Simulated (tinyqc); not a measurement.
Worked calculation: bound state in one dimension: Numerov shooting, finite differences, DVR. Computed by tinyqc, a small Python program that keeps every step. Settings: points = 64. Command: `OMP_NUM_THREADS=1 python tinyqc.py 31594 31595 out.jsonl` (the two numbers bound the seeds that draw the settings). One thread of a shared host (Intel(R) Xeon(R) Processor @ 2.60GHz), about 0.01 s of CPU time with the checks.

## Numerov steps at E = -6.65

One particle of mass 1 in V = -6.79 exp(-x^2/2.14^2) (atomic units), psi = 0 at both ends:
```
parameter,value
left end,-7
right end,7
intervals,64
h,0.218750
state sought (nodes),2
```

k_i = 2 m (E - V_i); (1 + h^2 k_(i+1)/12) y_(i+1) = 2 (1 - 5 h^2 k_i/12) y_i - (1 + h^2 k_(i-1)/12) y_(i-1), from y_0 = 0, y_1 = 0.001.

Points along the way:
```
i,x,V,k,y
0,-7.000000,-0.000153,-13.299694,0.000000
1,-6.781250,-0.000296,-13.299408,0.001000
2,-6.562500,-0.000559,-13.298881,0.002672
3,-6.343750,-0.001036,-13.297927,0.006140
4,-6.125000,-0.001880,-13.296240,0.013733
5,-5.906250,-0.003340,-13.293320,0.030552
21,-2.406250,-1.917726,-9.464549,7656.204643
22,-2.187500,-2.388262,-8.523477,15088.127503
23,-1.968750,-2.912739,-7.474522,28795.496180
24,-1.750000,-3.478929,-6.342143,52937.152764
25,-1.531250,-4.069244,-5.161512,93244.115414
26,-1.312500,-4.661290,-3.977420,156564.749410
```

## Bisection on the node count

With more sign changes than the state has nodes (the last point included) the energy is too high, else too low; the bracket starts as -6.65 to -0.05.

Trials:
```
trial,E,sign changes,y at the right end,next
1,-3.35000000,2,2.80e+07,raise
2,-1.70000000,4,3.42e+03,lower
3,-2.52500000,3,-6.03e+05,lower
4,-2.93750000,3,-1.41e+06,lower
5,-3.14375000,2,3.49e+06,raise
6,-3.04062500,3,-1.48e+05,lower
7,-3.09218750,2,1.26e+06,raise
8,-3.06640625,2,4.72e+05,raise
9,-3.05351563,2,1.43e+05,raise
10,-3.04707031,3,-7.37e+03,lower
11,-3.05029297,2,6.64e+04,raise
12,-3.04868164,2,2.92e+04,raise
13,-3.04787598,2,1.09e+04,raise
14,-3.04747314,2,1.72e+03,raise
...,...,...,...,...
28,-3.04739690,2,1.55e-02,raise
29,-3.04739689,3,-2.62e-01,lower
30,-3.04739689,3,-1.23e-01,lower
```

eigenvalue = -3.04739689 hartree

## The same grid by other methods

Three-point finite differences and the sine-DVR kinetic matrix of Colbert and Miller on the same points.

Lowest levels (hartree):
```
state,finite differences,DVR
0,-5.973909,-5.970123
1,-4.433903,-4.417609
2,-3.081624,-3.046814
3,-1.927035,-1.875358
4,-0.989343,-0.930190
```
